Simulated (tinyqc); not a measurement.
One-electron ion in a basis of Gaussians, step by step. One step of it, computed by the program tinyqc.

Question. Matrices over normalised Gaussians. With p = a_i + a_j and I(k) = Gamma((k+1)/2) / (2 p^((k+1)/2)): S = I(2l+2), T = (2l+3) a_i a_j S / p, V = -Z I(2l+1), each divided by sqrt(S_ii S_jj).

exponents of r^l exp(-a r^2) (1/bohr^2): [0.013310, 0.036170, 0.098310, 0.267200, 0.726200]

Z = 3

l = 2

Give: S; T; V.

Answer.

S:
```
[[1.0000, 0.6569, 0.2192, 0.0501, 0.0097],
 [0.6569, 1.0000, 0.6568, 0.2192, 0.0501],
 [0.2192, 0.6568, 1.0000, 0.6569, 0.2192],
 [0.0501, 0.2192, 0.6569, 1.0000, 0.6569],
 [0.0097, 0.0501, 0.2192, 0.6569, 1.0000]]
```

T (hartree):
```
[[0.0466, 0.0447, 0.0180, 0.0044, 0.0009],
 [0.0447, 0.1266, 0.1216, 0.0489, 0.0121],
 [0.0180, 0.1216, 0.3441, 0.3304, 0.1329],
 [0.0044, 0.0489, 0.3304, 0.9352, 0.8982],
 [0.0009, 0.0121, 0.1329, 0.8982, 2.5417]]
```

V (hartree):
```
[[-0.2946, -0.2638, -0.1322, -0.0479, -0.0150],
 [-0.2638, -0.4856, -0.4349, -0.2179, -0.0790],
 [-0.1322, -0.4349, -0.8006, -0.7170, -0.3593],
 [-0.0479, -0.2179, -0.7170, -1.3198, -1.1820],
 [-0.0150, -0.0790, -0.3593, -1.1820, -2.1758]]
```
